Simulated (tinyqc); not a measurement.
Inside a calculation. Method: tight binding, dimerised chain. One step of it, computed by the program tinyqc.

Problem. Open chain of 3 cells. The same hoppings without the wrap-around bond.

H of the open chain (eV):
```
           1          2          3          4          5          6
1   0.080000  -1.280000   0.000000   0.000000   0.000000   0.000000
2  -1.280000  -0.080000  -0.560000   0.000000   0.000000   0.000000
3   0.000000  -0.560000   0.080000  -1.280000   0.000000   0.000000
4   0.000000   0.000000  -1.280000  -0.080000  -0.560000   0.000000
5   0.000000   0.000000   0.000000  -0.560000   0.080000  -1.280000
6   0.000000   0.000000   0.000000   0.000000  -1.280000  -0.080000
```

Give: levels; weights of the highest filled level on the sites.

Solution.

levels (eV): -1.7050  -1.3436  -0.9216  0.9216  1.3436  1.7050

weights of the highest filled level on the sites: 0.1663  0.1018  0.2048  0.2437  0.0855  0.1979

The bulk gap runs from -0.7244 to 0.7244 eV; no level of this chain lies inside it.
